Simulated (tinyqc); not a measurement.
# Changing the time as a fraction of L^2/kappa, s

Model: electromigration in a confined line: Blech product, Korhonen stress evolution and Black's law. Computed by tinyqc, a small Python program. Command: `OMP_NUM_THREADS=1 python tinyqc.py 3007539 3007540 out.jsonl emigr sweep`. One thread of a shared host (Intel(R) Xeon(R) Processor @ 2.30GHz), about 0.01 s of CPU time with the checks.

The electron wind pushes atoms from the cathode (x = 0) to the anode (x = L); blocking ends build a back stress (tension positive). The input rho is taken not to change with temperature. d sigma/dt = d/dx [kappa (d sigma/dx + G)], with zero flux at both ends and sigma = sigma_0 at t = 0.

Inputs (values chosen for the exercise, close to those used for copper lines):
```
quantity                      value          unit
resistivity rho                2.67  micro-ohm cm
atomic volume Omega            11.8    angstrom^3
effective charge number Z*      1.8             -
prefactor D0                2.5e-08         m^2/s
activation energy E           0.894            eV
effective modulus B              29           GPa
critical stress sigma_c         120           MPa
initial stress sigma_0           39           MPa
current density j              0.95       MA/cm^2
line length L                   140            um
test temperature T              350             C
```

Start: thermal stress.

Constants: e = 1.602176634e-19 C; k_B = 8.617333262e-05 eV/K; k_B = 1.380649e-23 J/K.

Method:
- G = Z* e rho j/Omega; D = D0 exp(-E/(k_B T)); kappa = D B Omega/(k_B T); drift velocity of an unconfined line v = D Z* e rho j/(k_B T). SI: 1 micro-ohm cm = 1e-8 ohm m, 1 MA/cm^2 = 1e10 A/m^2.
- Temperatures in kelvin are T(C) + 273.15.
- At steady state sigma(x) = sigma_0 + G (L/2 - x). A void forms only if the cathode stress reaches sigma_c, that is if j L exceeds (j L)_c = 2 Omega (sigma_c - sigma_0)/(Z* e rho). Time scale tau = L^2/kappa.
- sigma(x, t) = sigma_0 + G L [1/2 - x/L - 4 sum_(m odd) cos(m pi x/L) exp(-m^2 pi^2 s)/(m pi)^2], s = t/tau, summed to m = 399.
- The terms at x = 0 are 4 exp(-m^2 pi^2 s)/(m pi)^2; tau = L^2/kappa.

One run for each value:
```
time as a fraction of L^2/kappa, s  cathode stress at time s (MPa)  time t (h)
0.002                                                         82.8   1.861e-01
0.0043                                                       103.2   4.001e-01
0.0095                                                       134.5   8.840e-01
0.021                                                        180.9   1.954e+00
0.045                                                        246.6   4.187e+00
0.21                                                         428.7   1.954e+01
0.46                                                         469.2   4.280e+01
1                                                            472.9   9.305e+01
```

Give the missing row, time as a fraction of L^2/kappa, s = 0.097.

Computed row:
```
time as a fraction of L^2/kappa, s  cathode stress at time s (MPa)  time t (h)
0.097                                                        337.9   9.026e+00
```

Interpolating between the two neighbouring rows (the first column on a logarithmic scale, the others too where they are positive) misses most in cathode stress at time s (MPa), by 3.8 %. Over the rows, cathode stress at time s (MPa) rises from 82.8 to 473 (exponent d ln y / d ln x 0.29 between the first rows and 0.010 between the last); time t (h) rises from 0.186 to 93.0 (exponent d ln y / d ln x about 1.0 throughout). The part added by the current grows as 2 G L sqrt(s/pi) at first and levels off at G L/2 once s passes about 0.3.

Caution (rows 0.00950, 0.0210, 0.0450, 0.0970, 0.210, 0.460, 1.00): the stress exceeds sigma_c: a void would already have formed and relaxed it, so the value is formal.
